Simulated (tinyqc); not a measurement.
Worked calculation: round or elliptic silicon nanowire with anisotropic valleys (Ritz method). Values are carried at full precision from step to step, so a last printed digit may differ when a step is redone from the rounded ones.

Wire along x = [110] on a (001) wafer, y = [-110], z = [001]. Valley groups (w = inverse masses): A, two valleys along z: w_y = 1/mt, w_z = 1/ml, m_x = mt; B, four valleys in the wafer plane: w_y = (1/ml + 1/mt)/2, w_z = 1/mt, m_x = (ml + mt)/2.

Constants: hbar^2/2m0 = 3.80998211 eV angstrom^2; kB = 8.617333262e-05 eV/K.

Values chosen for the exercise (near those of a Si nanowire; the results hold for these values, not for the real material): ml = 0.929 m0 (longitudinal mass); mt = 0.19 m0 (transverse mass); a = 15 angstrom (semi-axis along y); b = 15 angstrom (semi-axis along z); group = A (valley group worked out); T = 77 K (temperature).

## Stretching the ellipse

Scaling y by 1/sqrt(w_y) and z by 1/sqrt(w_z) makes the mass 1 and the semi-axes A = a/sqrt(w_y), B = b/sqrt(w_z). List them with the one-function estimate 3c (1/A^2 + 1/B^2) and the slender limit c (pi/2s)^2 (1 + 2s/(pi l)), s and l the smaller and larger of A, B; c = hbar^2/2m0.

Groups:
```
group  g     A      B  axis ratio  one function (eV)  slender limit (eV)
A      2  6.54  14.46       2.211             0.3220              0.2832
B      4  8.43   6.54       1.289             0.4284              0.3285
```

The one-function value suits axis ratios near 1 and the slender limit ratios well above 2.

## Matrices of three even functions

Hard wall on the ellipse (y/a)^2 + (z/b)^2 = 1, c = hbar^2/2m0. With u = y/a, v = z/b the operator is -c [(w_y/a^2) d2/du2 + (w_z/b^2) d2/dv2] on the unit disc. Basis (1 - u^2 - v^2) u^i v^j; S, X and Y are the disc integrals of f f', (df/du)(df'/du) and (df/dv)(df'/dv), from the integral of u^p v^q = 2 Gamma((p+1)/2) Gamma((q+1)/2)/((p + q + 2) Gamma((p+q+2)/2)) for even p, q; H = c (w_y X/a^2 + w_z Y/b^2).

Basis 1, u^2, v^2 times (1 - u^2 - v^2); form S and H for the chosen group.

S, lower triangle:
```
            1       u^2       v^2
1    1.047198
u^2  0.130900  0.039270
v^2  0.130900  0.013090  0.039270
```

H (meV), lower triangle:
```
            1      u^2      v^2
1    337.2493
u^2   56.2082  67.7425
v^2   56.2082   7.0260  30.6219
```

## Lowest level in this basis

Solve H p = E S p for the wire level; give E, the ratios p2/p1 and p3/p1, and H11/S11.

E = 305.3 meV

ratios: -0.25  -0.83

one function = 322.0 meV

The two added functions lower the level by 16.7 meV (5.2 %), mostly by narrowing the state along v, the direction in which the stretched ellipse is long.

## Subbands

Converged values use 21 functions of each parity class (e or o in u, then in v).

The nine lowest levels of all groups and parity classes.

Subbands:
```
group, parity  g  m_x (m0)  E (eV)
A ee           2    0.1900  0.3050
B ee           4    0.5595  0.4122
A eo           2    0.1900  0.5116
A ee           2    0.1900  0.7930
B oe           4    0.5595  0.9156
A oe           2    0.1900  1.0270
A eo           2    0.1900  1.1535
B eo           4    0.5595  1.1755
A oo           2    0.1900  1.3540
```

At 77 K and without degeneracy the populations go as g sqrt(m_x) exp(-E/kB T): among these nine the lowest level holds 100 % and the light transport mass mt 100 % of the electrons. Levels above about 0.3 eV lie beyond parabolic valleys and hard walls.

## Checks

- Circle of radius a with both masses mt against c (2.404826/R)^2/m, eV: both 0.5154.

Program tinyqc; command `OMP_NUM_THREADS=1 python tinyqc.py 1251962 1251963 out.jsonl`; about 0.07 s on one thread of a shared Intel(R) Xeon(R) Processor @ 2.30GHz.
